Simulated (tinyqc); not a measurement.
Thinning the film: dielectric confinement in a thin film (image charges).

A film |z| < t/2 of dielectric constant eps between half-spaces of dielectric constant e2; lam = (eps - e2)/(eps + e2), q = e^2/(4 pi eps0). The self-energy of a band edge is taken with the high-frequency value, e2 = eh, and the field of a fixed ion with the static one, e2 = eo. A charge at z has images lam^|n| at n t + (-1)^n z. Its self-energy is S(z) = (q/2 eps) sum over n >= 1 of lam^n [1/(n t - 2z) + 1/(n t + 2z)] for odd n and 2 lam^n/(n t) for even n; at the centre S(0) = -(q/(eps t)) ln(1 - lam).

Donor at the centre, lam from the static eo, trial function cos(pi z/t) exp(-rho/l): E(l) = c/(m l^2) - (q/eps) times the integral over k of F(k t) (1 + (k l/2)^2)^(-3/2), with F(x) = F0 + 2 lam exp(-x) G/(1 - lam exp(-x)), F0 = 2[(1 - exp(-x/2))/x + x (1 + exp(-x/2))/(x^2 + 4 pi^2)], G = 2 sinh(x/2)[1/x - x/(x^2 + 4 pi^2)]; c = hbar^2/2m0. The binding energy is -E at the minimum, counted from the subband edge with its self-energy.

Constants: e^2/(4 pi eps0) = 14.39964547 eV angstrom; hbar^2/2m0 = 3.80998211 eV angstrom^2; Ry = 13.60569312 eV.

Values chosen for the exercise (near those of an InGaAs film between layers of SiO2; the results hold for these values, not for the real material): eps = 12.9 (dielectric constant of the film); eh = 2.1 (high-frequency dielectric constant outside); eo = 3.8 (static dielectric constant outside); m = 0.046 m0 (mass in the plane); mz = 0.046 m0 (mass across the film); ts = (10, 15, 22, 32, 48, 70, 100) angstrom (thicknesses).

<S> is the mean over (2/t) cos^2(pi z/t); confinement c (pi/t)^2/mz; donor binding with and without images.

Results:

| t (angstrom) | <S> (meV) | confinement (meV) | binding, no images (meV) | binding (meV) | l (angstrom) |
|---|---|---|---|---|---|
| 10 | 159.9 | 8174.6 | 14.0 | 76.0 | 42.6 |
| 15 | 106.6 | 3633.1 | 13.6 | 64.1 | 48.1 |
| 22 | 72.7 | 1689.0 | 13.1 | 53.8 | 54.3 |
| 32 | 50.0 | 798.3 | 12.5 | 44.7 | 61.4 |
| 48 | 33.3 | 354.8 | 11.6 | 36.1 | 70.6 |
| 70 | 22.8 | 166.8 | 10.7 | 29.3 | 80.7 |
| 100 | 16.0 | 81.7 | 9.8 | 23.9 | 91.8 |

What can be read from this table?

Between 100 and 10 angstrom the binding goes from 23.9 to 76.0 meV; quantum confinement alone would take it from 9.8 to 14.0, so the images supply +14.1 and +62.0 meV. |<S>| goes as 1/t and exceeds the confinement energy beyond 511 angstrom. Hard-wall energies above 300 meV (up to t = 48 angstrom) overstate the confinement: walls are finite and valleys non-parabolic.

Run: tinyqc, `OMP_NUM_THREADS=1 python tinyqc.py 1281420 1281421 out.jsonl`; Intel(R) Xeon(R) Processor @ 2.30GHz, one thread, shared host; about 0.05 s of CPU time with all checks.
